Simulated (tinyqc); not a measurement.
Inside a calculation. Model: abrupt p-n junction, non-linear Poisson equation by Newton steps.

Numbers from tinyqc (`OMP_NUM_THREADS=1 python tinyqc.py 2000030 2000031 out.jsonl`; about 0.02 s on one thread of a shared Intel Xeon 2.30GHz). Printed values are rounded; ~0 in a residual or rate marks an entry under 1e-11 of the largest of its column.

One dimension, p side on the left, n side on the right; net doping C = -Na for x < 0 and +Nd for x > 0. The potential psi is counted from the intrinsic level, and the quasi-Fermi potentials are flat: 0 for holes and -V for electrons, so n = ni exp((psi + V)/Vt) and p = ni exp(-psi/Vt) (Boltzmann statistics, full ionisation, no current).

Inputs (values chosen for the exercise); band and dielectric values close to those of gallium phosphide:

| symbol | value | unit | meaning |
|---|---|---|---|
| T | 273 | K | temperature |
| Eg | 2.29 | eV | band gap |
| eps_r | 11.1 |  | relative permittivity |
| Nc | 1.58e19 | cm^-3 | conduction-band density of states at T |
| Nv | 1.67e19 | cm^-3 | valence-band density of states at T |
| Na | 2.3e16 | cm^-3 | acceptor density of the p side |
| Nd | 7.6e16 | cm^-3 | donor density of the n side |
| V | 0.59 | V | bias of the p side against the n side |

Constants: q = 1.602176634e-19 C, kB = 1.380649e-23 J/K, Vt = kB T/q, eps0 = 8.8541878128e-14 F/cm where lengths are in cm. Results are converted to the units shown.

Range of the model: Flat quasi-Fermi levels over the whole structure hold only for low forward bias and sides short against the diffusion lengths.

## Intrinsic density, end potentials and Debye lengths

ni = sqrt(Nc Nv) exp(-Eg/(2 Vt)), Eg in volts; psi_p = -Vt ln(Na/ni), psi_n = Vt ln(Nd/ni) - V; Debye length sqrt(eps0 eps_r Vt/(q N)).

ni = 0.01183465 cm^-3
psi_p = -0.9906746 V
psi_n = 0.4287930 V
Debye length, p side = 25.04866 nm
Debye length, n side = 13.77976 nm

## Net doping on the mesh

x, node 0 to 12 (nm): [-537, -257, -116, -44.8, -9, 9, 29, 51.3, 76, 104, 134, 168, 206]

C = -Na for x < 0 and +Nd for x > 0, taken at the nodes.

net doping C, node 0 to 12 (cm^-3): [-2.3e16, -2.3e16, -2.3e16, -2.3e16, -2.3e16, 7.6e16, 7.6e16, 7.6e16, 7.6e16, 7.6e16, 7.6e16, 7.6e16, 7.6e16]

## Couplings between neighbouring nodes

a_i = eps0 eps_r/h_i for the interval from node i to i + 1, with h_i = x_(i+1) - x_i in cm.

coupling a_i, interval 0 to 11 (F/cm^2): [3.510053e-8, 6.970318e-8, 1.380358e-7, 2.745293e-7, 5.460082e-7, 4.914074e-7, 4.407241e-7, 3.979007e-7, 3.510053e-7, 3.276049e-7, 2.890632e-7, 2.586355e-7]

## Starting potential

psi_p = -Vt ln(Na/ni) on nodes with x < 0 and psi_n = Vt ln(Nd/ni) - V on the others.

psi at the start, node 0 to 12 (V): [-0.9906746, -0.9906746, -0.9906746, -0.9906746, -0.9906746, 0.4287930, 0.4287930, 0.4287930, 0.4287930, 0.4287930, 0.4287930, 0.4287930, 0.4287930]

## Iteration 1: densities, residual and Jacobian diagonal

n_i = ni exp((psi_i + V)/Vt), p_i = ni exp(-psi_i/Vt), rho_i = p_i - n_i + C_i, g_i = (n_i + p_i)/Vt. Box widths w_i = (h_(i-1) + h_i)/2 in cm. Residual F_i = a_i (psi_(i+1) - psi_i) - a_(i-1) (psi_i - psi_(i-1)) + q rho_i w_i; Jacobian: a_(i-1) and a_i beside the diagonal, b_i = -a_(i-1) - a_i - q g_i w_i on it. The two end nodes are fixed.

```
node     n (cm^-3)     p (cm^-3)
0     4.746917e-10        2.3e16
1     4.746917e-10        2.3e16
2     4.746917e-10        2.3e16
3     4.746917e-10        2.3e16
4     4.746917e-10        2.3e16
5           7.6e16  1.436567e-10
6           7.6e16  1.436567e-10
7           7.6e16  1.436567e-10
8           7.6e16  1.436567e-10
9           7.6e16  1.436567e-10
10          7.6e16  1.436567e-10
11          7.6e16  1.436567e-10
12          7.6e16  1.436567e-10
```

```
node  residual F (C/cm^2)  diagonal b (F/cm^2)
1                      ~0         -3.402076e-6
2                      ~0         -1.869689e-6
3                      ~0         -1.250589e-6
4             7.750410e-7         -1.241899e-6
5            -7.750410e-7         -2.020842e-6
6                      ~0         -2.026841e-6
7                      ~0         -2.054969e-6
8                      ~0         -2.112764e-6
9                      ~0         -2.179630e-6
10                     ~0         -2.272966e-6
11                     ~0         -2.411034e-6
```

## Iteration 1: Newton step

Solve the tridiagonal system a_(i-1) d_(i-1) + b_i d_i + a_i d_(i+1) = -F_i for nodes 1 to 11, with d = 0 on fixed nodes. If the largest |d| exceeds 4 Vt, the whole step is scaled down so that it equals 4 Vt.

Newton step d, before damping, node 1 to 11 (V): [0.0001806, 0.0088130, 0.1192804, 0.5389381, -0.2536229, -0.0646219, -0.0143992, -0.0027881, -0.0004591, -0.0000672, -0.0000081]
psi after iteration 1, node 0 to 12 (V): [-0.9906746, -0.9906431, -0.9891358, -0.9698476, -0.8965733, 0.3845091, 0.4175097, 0.4262788, 0.4283062, 0.4287128, 0.4287812, 0.4287916, 0.4287930]

## Iteration 2: densities, residual and Jacobian diagonal

As before.

```
node     n (cm^-3)     p (cm^-3)
0     4.746917e-10        2.3e16
1     4.753282e-10   2.296920e16
2     5.067792e-10   2.154372e16
3      1.150515e-9   9.489582e15
4      2.591729e-8   4.212597e14
5      1.156916e16  9.437078e-10
6      4.704524e16  2.320726e-10
7      6.829679e16  1.598597e-10
8      7.444348e16  1.466604e-10
9      7.574148e16  1.441470e-10
10     7.596211e16  1.437283e-10
11     7.599546e16  1.436653e-10
12          7.6e16  1.436567e-10
```

```
node  residual F (C/cm^2)  diagonal b (F/cm^2)
1            6.962614e-14         -3.397660e-6
2            8.184549e-11         -1.764460e-6
3             5.872840e-9         -7.583259e-7
4             6.696345e-7         -8.282550e-7
5            -6.636513e-7         -1.187119e-6
6            -2.540314e-9         -1.609774e-6
7           -1.577407e-10         -1.931682e-6
8           -6.822444e-12         -2.084831e-6
9           -2.047565e-13         -2.174524e-6
10          -4.844748e-15         -2.272140e-6
11          -7.835480e-17         -2.410922e-6
```

## Iteration 2: Newton step

As before.

Newton step d, before damping, node 1 to 11 (V): [0.0004433, 0.0216100, 0.2754152, 0.7285149, -0.2597908, -0.0865400, -0.0206625, -0.0040596, -0.0006702, -0.0000981, -0.0000118]
psi after iteration 2, node 0 to 12 (V): [-0.9906746, -0.9905858, -0.9863445, -0.9342726, -0.8024720, 0.3509523, 0.4063314, 0.4236099, 0.4277818, 0.4286263, 0.4287686, 0.4287901, 0.4287930]

## Iteration 3: densities, residual and Jacobian diagonal

As before.

```
node     n (cm^-3)     p (cm^-3)
0     4.746917e-10        2.3e16
1     4.764867e-10   2.291335e16
2     5.706223e-10   1.913333e16
3      5.219547e-9   2.091735e15
4      1.415036e-6   7.715640e12
5      2.778552e15   3.929352e-9
6      2.925209e16  3.732351e-10
7      6.097189e16  1.790646e-10
8      7.280249e16  1.499661e-10
9      7.546329e16  1.446784e-10
10     7.592119e16  1.438058e-10
11     7.599055e16  1.436746e-10
12          7.6e16  1.436567e-10
```

```
node  residual F (C/cm^2)  diagonal b (F/cm^2)
1            2.899633e-13         -3.389654e-6
2            3.191639e-10         -1.590289e-6
3             1.107352e-8         -4.887792e-7
4             5.836867e-7         -8.206789e-7
5            -5.802759e-7         -1.073370e-6
6            -3.757660e-9         -1.353481e-6
7           -2.967653e-10         -1.814451e-6
8           -1.369092e-11         -2.055383e-6
9           -4.162646e-13         -2.169030e-6
10          -9.870511e-15         -2.271248e-6
11          -1.596875e-16         -2.410802e-6
```

## Iteration 3: Newton step

As before.

Newton step d, before damping, node 1 to 11 (V): [0.0007730, 0.0375891, 0.4303553, 0.7069794, -0.2227601, -0.0912574, -0.0233514, -0.0046589, -0.0007712, -0.0001130, -0.0000135]
psi after iteration 3, node 0 to 12 (V): [-0.9906746, -0.9904829, -0.9813413, -0.8769909, -0.7083708, 0.3213022, 0.3941848, 0.4205017, 0.4271617, 0.4285236, 0.4287535, 0.4287883, 0.4287930]

## Course of the Newton iteration

Stop when the largest undamped |d| is below 1e-9 V, or after 12 iterations.

Course of the iteration:
```
iteration  largest |F| (C/cm^2)  largest |d| (V)  at node
1                       7.75e-7            0.539        4
2                       6.70e-7            0.729        4
3                       5.84e-7            0.707        4
4                       5.06e-7            0.657        4
5                       4.33e-7            0.559        4
6                       3.61e-7            0.461        4
7                       2.87e-7            0.371        4
8                       2.14e-7            0.296        4
9                       1.46e-7            0.229        4
10                      8.61e-8            0.143        4
11                      2.96e-8           0.0496        4
12                     6.96e-11          3.53e-5        7
```

Not converged within 12 iterations. Over the last steps the residual has just begun to fall fast (by a factor of 0.00071 in the last step) when the cap is reached (counting the largest step as the residual). A rerun with the same steps from the depletion start converges in 5 iterations.
